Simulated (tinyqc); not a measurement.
# Frequency dispersion of an accumulation capacitance by border traps, distributed model, step by step

Program tinyqc, `OMP_NUM_THREADS=1 python tinyqc.py 2202221 2202222 out.jsonl`; Intel Xeon 2.30GHz, shared host, one thread, about 0.6 s. Printed values are rounded.

Traps spread evenly through the insulator exchange electrons with the semiconductor by tunnelling, with tau(x) = t0 exp(2 ka x) at depth x from the interface. The admittance per area Y seen at depth x obeys dY/dx = -Y^2/(i w eps0 eox) + q Nb ln(1 + i w tau)/tau, with Y(0) = i w Cs and w = 2 pi f; the gate sees Y(tox) = G + i w C. Working variable y = Y/(i w), in uF/cm^2. Cox = eps0 eox/tox.

Inputs (values chosen for the exercise); permittivity close to that of aluminium oxide:

| symbol | value | unit | meaning |
|---|---|---|---|
| eox | 8.14 |  | relative permittivity of the insulator |
| tox | 8.6 | nm | insulator thickness |
| Cs | 1.3 | uF/cm^2 | semiconductor capacitance in accumulation |
| Nb | 3.5e19 | cm^-3 eV^-1 | density of border traps |
| ka | 3.5 | 1/nm | decay constant of the wave function in the insulator |
| t0 | 4e-10 | s | time constant of a trap at the interface |
| f | 1e6 | Hz | frequency |
| xe | 1.6 | nm | depth down to which the steps are taken |

Constants: q = 1.602176634e-19 C, eps0 = 8.8541878128e-14 F/cm where lengths are in cm. Results are converted to the units shown.

## Scales and lumped estimate

Cox; trap-free value 1/(1/Cox + 1/Cs); response depth d = ln(1/(w t0))/(2 ka), where w tau = 1; lumped estimate: all traps within d act as C_bt = q Nb d placed at d/2, so C = 1/{1/[1/(1/Cs + d/(2 eps0 eox)) + C_bt] + (tox - d/2)/(eps0 eox)}.

Cox = 0.8380592 uF/cm^2
trap-free C = 0.5095635 uF/cm^2
d = 0.8551670 nm
C_bt = 0.4795450 uF/cm^2
lumped C = 0.5790844 uF/cm^2

The traps within reach amount to 0.369 Cs and lie in the first 9.94 % of the insulator.

## Midpoint steps through the active depth

In terms of y: dy/dx = -y^2/(eps0 eox) + s(x), s = q Nb ln(1 + z)/z, z = i w tau. 11 midpoint steps of h = xe/11: y_half = y + (h/2) y'(x, y), y(new) = y + h y'(x + h/2, y_half).

| point | x (nm) | s (uF/(cm^2 nm)) | y (uF/cm^2) |
|---|---|---|---|
| 0 | 0 | 0.5607606-0.0007047i | 1.300000+0.000000i |
| 1 | 0.1454545 | 0.5607528-0.0019506i | 1.346202-0.000168i |
| 2 | 0.2909091 | 0.5606925-0.0053987i | 1.389957-0.000623i |
| 3 | 0.4363636 | 0.5602315-0.0149260i | 1.431301-0.001872i |
| 4 | 0.5818182 | 0.5567436-0.0409322i | 1.470141-0.005305i |
| 5 | 0.7272727 | 0.5323631-0.1059252i | 1.505392-0.014540i |
| 6 | 0.8727273 | 0.4198810-0.2042129i | 1.530336-0.035989i |
| 7 | 1.018182 | 0.2260046-0.2131270i | 1.529614-0.065697i |
| 8 | 1.163636 | 0.0942200-0.1401688i | 1.504590-0.086960i |
| 9 | 1.309091 | 0.0357492-0.0743056i | 1.468541-0.096391i |
| 10 | 1.454545 | 0.0131391-0.0354358i | 1.429497-0.098139i |
| 11 | 1.6 | 0.0047759-0.0159074i | 1.390724-0.096042i |

## Capacitance and conductance at the gate

y at xe = 1.390724-0.096042i uF/cm^2

Beyond xe the traps are ignored, so 1/y(tox) = 1/y(xe) + (tox - xe)/(eps0 eox); C = Re y, G/w = -Im y, loss tangent G/(w C).

y at the gate = 0.5923044-0.0173530i uF/cm^2
C = 0.5923044 uF/cm^2
G/w = 0.01735300 uF/cm^2
loss tangent = 0.02929743

A fine integration over the whole insulator gives C = 0.59262 and G/w = 0.01785 uF/cm^2; the coarse G/w is 2.8 % below that. The fine C is 16 % above the trap-free value, and the lumped estimate is 2.3 % below the fine result.
